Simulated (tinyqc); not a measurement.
# Strained Delta valleys, repopulation and conductivity mass: effect of the temperature

A cubic crystal with three pairs of conduction valleys along x, y and z under uniaxial stress X along [110] (X > 0 is tension); current along [-110]. Non-degenerate electrons, fixed total density, one relaxation time for all valleys and stresses, masses unchanged by strain, so the mobility goes as the mean inverse mass.

Stress s_ij = X a_i a_j with a the unit vector along [110]; strain e_ii = s11 s_ii + s12 (s_jj + s_kk), e_ij = s44 s_ij/2. Valley shift dE = Xu (n.e.n - trace(e)/3) with n the valley axis; share f proportional to exp(-dE/Vt). Inverse mass along the current d = [-110]: (n.d)^2/ml + (1 - (n.d)^2)/mt; mu/mu0 = sum f (1/m) over the plain mean of 1/m. pi is the small-stress slope -d(mu/mu0)/dX; each row is against the unstrained crystal at the same T.

Parameters, values chosen for the exercise; values close to those of silicon: compliance s11 = 7.52 1/TPa; compliance s12 = -2.17 1/TPa; compliance s44 = 12.3 1/TPa; shear deformation potential Xu = 9.08 eV; longitudinal mass ml = 0.945 m0; transverse mass mt = 0.191 m0; uniaxial stress (tension positive) X = -1200 MPa.

Constants: q = 1.602176634e-19 C, kB = 1.380649e-23 J/K, Vt = kB T/q. Results are converted to the units shown.

Effect of the temperature:
```
T (K)  splitting/Vt  mu/mu0  pi (1e-11 1/Pa)
77            7.956  0.8189           -80.07
120           5.105  0.8205           -51.38
180           3.403  0.8277           -34.25
240           2.553  0.8392           -25.69
300           2.042  0.8520           -20.55
380           1.612  0.8681           -16.23
460           1.332  0.8822           -13.40
```

What does the comparison show?

The ratio mu/mu0 rises from 0.819 to 0.882, and pi goes as 1/T, from -80.1 to -13.4.

Range of the model: Shear strain also changes the transverse masses of these valleys, which is left out.

Program tinyqc, `OMP_NUM_THREADS=1 python tinyqc.py 2530012 2530013 out.jsonl`; Intel Xeon 2.30GHz, shared host, one thread, about 0.01 s.
